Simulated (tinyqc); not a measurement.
# Programming of a floating-gate cell by Fowler-Nordheim tunnelling: threshold shift against time

Per tunnel area the floating gate has Ctun = 3.9 eps0/tox to the channel (0 V) and Ccg to the control gate, Ct = Ctun/(1 - ag), no other coupling. With the threshold shift U = -Q/Ccg the field is F = ag (Vg - U)/tox, and dU/dt = J/Ccg. Fowler-Nordheim: J = A F^2 exp(-B/F), A = q^2/(16 pi^2 hbar mo phi) (times 1e14 for A/cm^2 with F in V/nm, emitter mass m0), B = (4/3) sqrt(mo/C) phi^1.5, C = hbar^2/(2 m0).

Exact: exp(B/F(t)) = exp(B/F(0)) + K t, K = A B ag/(Ccg tox), and U = Vg - tox F/ag.

Values chosen for this exercise; oxide values close to those of silicon dioxide:
```
symbol  value  unit                       meaning
phi      3.18    eV                tunnel barrier
mo        0.5    m0               tunnelling mass
tox       6.5    nm        tunnel oxide thickness
ag        0.6               coupling ratio Ccg/Ct
Vt0      -1.7     V  threshold shift at the start
Vg        9.9     V          control-gate voltage
```

Constants: q = 1.602176634e-19 C, hbar = 1.054571817e-34 J s, m0 = 9.1093837015e-31 kg, eps0 = 8.8541878128e-14 F/cm where lengths are in cm, hbar^2/(2 m0) = 0.0380998212 eV nm^2. Results are converted to the units shown.

Threshold shift against time:

| t (s) | F (V/nm) | J (A/cm^2) | U (V) | dU/dlog10 t (V) |
|---|---|---|---|---|
| 1.3e-5 | 1.069 | 8.359e-4 | -1.686 | 0.03140 |
| 6.8e-5 | 1.065 | 7.345e-4 | -1.632 | 0.1443 |
| 0.00036 | 1.045 | 4.426e-4 | -1.425 | 0.4604 |
| 0.0019 | 1.004 | 1.369e-4 | -0.9722 | 0.7518 |
| 0.01 | 0.9512 | 2.737e-5 | -0.4048 | 0.7909 |
| 0.053 | 0.9001 | 4.780e-6 | 0.1488 | 0.7321 |
| 0.28 | 0.8536 | 8.189e-7 | 0.6526 | 0.6626 |
| 1.5 | 0.8112 | 1.382e-7 | 1.112 | 0.5991 |
| 7.7 | 0.7737 | 2.450e-8 | 1.518 | 0.5452 |
| 41 | 0.7388 | 4.196e-9 | 1.896 | 0.4971 |

U rises from -1.69 to 1.90 V, while J falls by 5.30 decades, at the end as t^(-1.06). Well past t0 = 4.18e-4 s the stored charge chokes the field and U gains only 0.497 V a decade.

Range of the model: Programming fields of 10 MV/cm and more wear the oxide; trapping and the channel potential are ignored.

Computed by the program tinyqc: `OMP_NUM_THREADS=1 python tinyqc.py 2130111 2130112 out.jsonl`, one thread of a shared Intel Xeon 2.30GHz, about 0.01 s for the whole run.
